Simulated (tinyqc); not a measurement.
# Dead time against afterpulsing

Afterpulse probability pap = pa (Cd Vx/q) exp(-td/tt) Pm, with Pm the trigger probability of a released carrier; largest rate 1/td; each true event gives 1/(1 - pap) counts.

Inputs (values chosen for the exercise):
- Vx = 3.4 V (excess bias)
- Cd = 25 fF (diode capacitance)
- pa = 5.2e-8 (trapping probability per avalanche carrier)
- tt = 6.2 ns (trap release time)

Constants: q = 1.602176634e-19 C. Results are converted to the units shown.

Pm = 0.777

Dead time against afterpulsing:

| td (ns) | pap (%) | largest rate (1e6/s) | counts per event |
|---|---|---|---|
| 1.2 | 1.7663 | 833.33 | 1.0180 |
| 2 | 1.5525 | 500.00 | 1.0158 |
| 3.3 | 1.2589 | 303.03 | 1.0127 |
| 5.3 | 0.91176 | 188.68 | 1.0092 |
| 8.7 | 0.52689 | 114.94 | 1.0053 |
| 14 | 0.22411 | 71.429 | 1.0022 |
| 23 | 0.052486 | 43.478 | 1.0005 |
| 37 | 0.0054875 | 27.027 | 1.0001 |

Read the table: what changes, and by how much?

The afterpulse probability falls from 1.77 to 0.00549 %, a factor of ten for every 14.3 ns, while the largest rate falls from 833 to 27.0 million a second.

tinyqc, about 0.01 s, one thread, Intel Xeon 2.30GHz (shared host): `OMP_NUM_THREADS=1 python tinyqc.py 2630045 2630046 out.jsonl`
